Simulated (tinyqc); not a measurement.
Worked calculation: sheet resistance of a shallow doped layer with concentration-dependent mobility and limited activation. Computed by tinyqc, a small Python program that keeps every step. Command: `OMP_NUM_THREADS=1 python tinyqc.py 3027139 3027140 out.jsonl irvin walk`. One thread of a shared host (Intel(R) Xeon(R) Processor @ 2.30GHz), about 0.02 s of CPU time with the checks. Intermediate numbers are printed to about 6 digits and carried at full precision; extremes and crossings named in words are read from the listed rows.

A layer of one dopant lies in a background of the opposite type. Current flows parallel to the surface down to the junction; depletion is ignored.

Inputs (values chosen for the exercise, modelled on arsenic in silicon):
```
quantity                          value        unit
surface concentration C_s       1.3e+21      1/cm^3
length l                            3.3          nm
tail abruptness                     5.4   nm/decade
background C_B                  3.8e+15      1/cm^3
mobility floor mu_min              51.9  cm^2/(V s)
mobility mu_max                    1420  cm^2/(V s)
reference density N_r          1.02e+17      1/cm^3
exponent alpha                    0.675           -
prefactor of the active limit   1.9e+22      1/cm^3
energy of the active limit        0.477          eV
anneal temperature T                850           C
```

Profile: box with exponential tail.

Constants: k_B = 8.617333262e-05 eV/K; e = 1.602176634e-19 C.

## Active limit and depths

C(x) = C_s for x < l and C_s 10^(-(x - l)/abruptness) beyond. Temperatures in kelvin are T(C) + 273.15. Active limit C_a = prefactor x exp(-energy/(k_B T)); the junction lies where C = C_B, and the profile exceeds C_a down to x_a (zero if C_s is below C_a). Slope at the junction in nm per decade = ln(10) C/|dC/dx|.

active limit C_a = 1.37521e+20 1/cm^3

junction depth x_j = 33.1845 nm

depth x_a = 8.56811 nm

abruptness at the junction = 5.4 nm/decade

## Local values

Active density N = min(C, C_a); carriers n = N - C_B; mobility mu = mu_min + (mu_max - mu_min)/(1 + ((N + C_B)/N_r)^alpha). Conductivity e n mu. Depths are 0, 0.2, 0.4, 0.6, 0.8 and 0.95 of x_j.

Along the depth:
```
x (nm)    C (1/cm^3)   N (1/cm^3)  mu (cm^2/(V s))  conductivity (S/cm)
0.0000   1.30000e+21  1.37521e+20            62.38          1.37430e+03
6.6369   3.13329e+20  1.37521e+20            62.38          1.37430e+03
13.2738  1.84904e+19  1.84904e+19            91.61          2.71333e+02
19.9107  1.09117e+18  1.09117e+18           281.31          4.90088e+01
26.5476  6.43929e+16  6.43929e+16           828.34          8.04153e+00
31.5252  7.70987e+15  7.70987e+15          1164.80          7.29668e-01
```

## Sheet resistance

Integrals from 0 to x_j, where C = C_B (Gauss-Legendre, 60 points on each smooth piece; 1 nm = 1e-7 cm): dose int C dx, carriers int n dx, mean mobility int n mu dx/int n dx, R_s = 1/(e int n mu dx).

chemical dose = 7.33874e+14 1/cm^2

sheet carrier density = 1.50067e+14 1/cm^2

mean mobility = 66.0970 cm^2/(V s)

sheet resistance R_s = 629.249 ohm/square

carriers per dopant atom = 0.204486

product R_s x_j = 20881.3 ohm nm

A box at the active limit as deep as x_j would give 219 ohm/square, the least this anneal allows at that depth. Clipping at C_a leaves 80 % of the dose without carriers (compensation included).

## Raising the surface concentration at fixed length

The last column drops the active limit.

Layers:
```
C_s (1/cm^3)  x_j (nm)  dose (1/cm^2)  mean mu (cm^2/(V s))  R_s (ohm/square)  R_s if all active
1.00e+18       16.3692    5.63628e+11               359.827           31118.8        3.11188e+04
3.00e+18       18.9456    1.69267e+12               227.779           16257.5        1.62575e+04
1.00e+19       21.7692    5.64430e+12               140.982            7855.1        7.85510e+03
3.00e+19       24.3456    1.69347e+13                97.891            3767.1        3.76711e+03
1.00e+20       27.1692    5.64510e+13                73.549            1503.6        1.50356e+03
2.00e+20       28.7947    1.12903e+14                68.601            1014.3        8.40286e+02
5.00e+20       30.9436    2.82259e+14                67.059             780.5        3.71197e+02
1.00e+21       32.5692    5.64518e+14                66.319             664.6        1.94742e+02
2.00e+21       34.1947    1.12904e+15                65.782             578.7        1.00535e+02
```

R_s falls as C_s^-0.59 between the first rows and as C_s^-0.20 between the last. Below C_a = 1.4e20 the exponent is set by the mobility, which drops from 360 towards mu_min. Above C_a extra dose only widens the clipped region: in the last row R_s is 5.76 times the fully active value. Caution: in rows with more than about 2e20 active atoms per cm^3 measured mobilities fall further than this form.

Checks made by the program: sheet conductance against adaptive quadrature (relative difference below 1e-10).
